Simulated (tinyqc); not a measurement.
Pariser-Parr-Pople SCF with singles CI, for the molecule c1ccnc[cH+]c1 (SMILES; centres numbered as the heavy atoms are written), step by step. One step of it, computed by the program tinyqc.

Task: Singles CI, triplets. Over the 6 single excitations with the smallest orbital gaps: A = (e_a - e_i) delta - (ij|ab), with (pq|rs) = sum c_mp c_mq gamma_mn c_nr c_ns.

orbital energies (eV): -21.226764  -18.746229  -17.921786  -8.253059  -7.674224  -3.511457  -3.412421

coefficients:
```
         MO1        MO2        MO3        MO4        MO5        MO6        MO7
1C  0.298670  -0.507044  -0.257839  -0.369822  -0.412046   0.130699   0.513409
2C  0.329350  -0.234370  -0.538946   0.462956  -0.184192  -0.349681  -0.419052
3C  0.389228   0.205512  -0.377902   0.213114   0.544312   0.510578   0.247129
4N  0.549360   0.540246  -0.000216  -0.454928   0.000056  -0.446518  -0.000125
5C  0.389192   0.205922   0.377723   0.212973  -0.544293   0.510810  -0.246803
6C  0.329235  -0.233788   0.539225   0.463099   0.184047  -0.349973   0.418771
7C  0.298604  -0.506769   0.258471  -0.369741   0.412175   0.131009  -0.513277
```

repulsion gamma_rs (eV):
```
           1C         2C         3C         4N         5C         6C         7C
1C  11.130000   7.555349   5.079327   4.263436   4.233299   5.079327   7.555349
2C   7.555349  11.130000   7.553271   5.130585   4.233184   4.233612   5.080158
3C   5.079327   7.553271  11.130000   7.727912   5.078555   4.233148   4.233612
4N   4.263436   5.130585   7.727912  12.300000   7.729197   5.130835   4.263318
5C   4.233299   4.233184   5.078555   7.729197  11.130000   7.552663   5.078313
6C   5.079327   4.233612   4.233148   5.130835   7.552663  11.130000   7.553271
7C   7.555349   5.080158   4.233612   4.263318   5.078313   7.553271  11.130000
```

Give: triplet CI matrix; triplet excitation energies.

Result:

triplet CI matrix (eV):
```
         3>4      3>5      2>4      2>5      1>4      1>5
3>4   3.1949   0.0001   0.0000  -0.0719   0.0000   0.2894
3>5   0.0001   3.8839  -0.0719  -0.0001   0.2894   0.0003
2>4   0.0000  -0.0719   3.9428   0.0000   0.0638   0.0001
2>5  -0.0719  -0.0001   0.0000   4.6935   0.0001  -0.1032
1>4   0.0000   0.2894   0.0638   0.0001   6.5122  -0.0001
1>5   0.2894   0.0003   0.0001  -0.1032  -0.0001   7.1033
```

triplet excitation energies (eV): 3.1709  3.8069  3.9871  4.6914  6.5448  7.1294
